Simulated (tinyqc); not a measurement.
Tight binding, dimerised chain, step by step. One step of it, computed by the program tinyqc.

Task: Open chain of 4 cells. The same hoppings without the wrap-around bond.

H of the open chain (eV), lower triangle:
```
           1          2          3          4          5          6          7         8
1   0.000000
2  -1.450000   0.000000
3   0.000000  -0.410000   0.000000
4   0.000000   0.000000  -1.450000   0.000000
5   0.000000   0.000000   0.000000  -0.410000   0.000000
6   0.000000   0.000000   0.000000   0.000000  -1.450000   0.000000
7   0.000000   0.000000   0.000000   0.000000   0.000000  -0.410000   0.000000
8   0.000000   0.000000   0.000000   0.000000   0.000000   0.000000  -1.450000  0.000000
```

Give: levels; weights of the highest filled level on the sites.

Result:

levels (eV): -1.792  -1.607  -1.356  -1.132  1.132  1.356  1.607  1.792

weights of the highest filled level on the sites: 0.096  0.059  0.183  0.162  0.162  0.183  0.059  0.096

The bulk gap runs from -1.0400 to 1.0400 eV; no level of this chain lies inside it.
